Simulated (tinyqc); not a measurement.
Ways to converge the cycle: SCF convergence aids in the sto-6g basis, for BeH2, spin multiplicity 1. Computed by the program tinyqc with PySCF. RHF with one setting changed at a time; a run stops when the energy changes by less than 1e-09 hartree and the error matrix is below 1e-5. The start is random orbitals. Damping d keeps d of the old density; a shift (hartree) raises the virtual levels; DIIS n extrapolates F over n matrices.

Geometry (angstrom):
```
atom,x,y,z
Be,0.0000,0.0000,0.0000
H,0.0000,1.4780,0.0730
H,0.0000,-1.4900,0.0730
```

lowest restricted solution found by these runs and by PySCF = -15.698348 hartree

Largest element of the error matrix X^T (FDS - SDF) X:
```
iteration,plain,damping 0.3,damping 0.6,shift 0.4,DIIS 3,DIIS 8
1,3.2e+00,3.2e+00,3.2e+00,3.2e+00,3.2e+00,3.2e+00
2,3.2e-01,9.9e-01,1.8e+00,4.4e-01,3.2e-01,3.2e-01
3,9.1e-02,3.8e-01,1.1e+00,2.0e-01,8.6e-02,8.6e-02
4,4.4e-02,1.5e-01,7.1e-01,1.4e-01,3.4e-02,3.4e-02
5,2.0e-02,6.4e-02,4.6e-01,1.0e-01,7.9e-03,7.5e-03
6,9.0e-03,3.5e-02,3.0e-01,7.2e-02,1.6e-03,1.7e-03
8,2.3e-03,1.3e-02,1.3e-01,3.2e-02,6.0e-05,2.0e-05
10,5.7e-04,5.0e-03,5.6e-02,1.4e-02,9.5e-07,-
14,3.7e-05,9.0e-04,1.3e-02,2.9e-03,-,-
20,-,6.9e-05,3.0e-03,3.5e-04,-,-
30,-,-,3.2e-04,1.0e-05,-,-
45,-,-,1.2e-05,-,-,-
```

How each run ends:
```
run,iterations,E (hartree),state
plain,17,-15.698348,lowest found
damping 0.3,25,-15.698348,lowest found
damping 0.6,47,-15.698348,lowest found
shift 0.4,31,-15.698348,lowest found
DIIS 3,11,-15.698348,lowest found
DIIS 8,9,-15.698348,lowest found
```

What does the comparison show, and why?

6 of 6 runs reach the lowest restricted solution found, in 9 to 47 iterations (fastest: DIIS 8). Plain steps already contract here, so damping only slows them. DIIS 3 and DIIS 8 gain by cancelling the error over several earlier matrices, much as a quasi-Newton step does.
